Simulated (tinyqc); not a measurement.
Valley-orbit splitting of a donor ground state, with strain: one step, computed by the program tinyqc. Command: `OMP_NUM_THREADS=1 python tinyqc.py 3001201 3001202 out.jsonl valleyorbit walk`. One thread of a shared host (Intel(R) Xeon(R) Processor @ 2.30GHz), about 0.01 s of CPU time with the checks.

The basis is the 1s envelope in each valley; energies are counted from the unstrained conduction-band edge. The strain is e_s (a a^T - 1/3) for the unit stress axis a, so valley j along n_j moves by Xi_u e_s w_j with w_j = (n_j.a)^2 - 1/3: +1/6 for x and y, -1/3 for z. The splitting at the zone boundary that a [110] shear adds for <100> valleys is left out.

Task: Levels without strain. By symmetry: E(A1) = E_0 + Lambda + 4 Delta_1 + Delta_2 (one state), E(T2) = E_0 + Lambda - Delta_2 (three), E(E) = E_0 + Lambda - 2 Delta_1 + Delta_2 (two), as binding energies.

Inputs (values chosen for the exercise, modelled on donors in silicon):
```
quantity,value,unit
single-valley binding energy E_0,31.2,meV
central-cell shift Lambda,5.05,meV
coupling Delta_1,2.38,meV
coupling Delta_2,1.53,meV
```

Valleys: six along <100>. Stress axis: [110].

Give: E(A1); E(T2); E(E).

Result:

E(A1) = 47.3 meV

E(T2) = 34.72 meV

E(E) = 33.02 meV

Only A1 has all valley amplitudes in phase, so only it has weight at the nucleus. Of the upper states T2 is bound more strongly, because Delta_1 is larger than Delta_2.
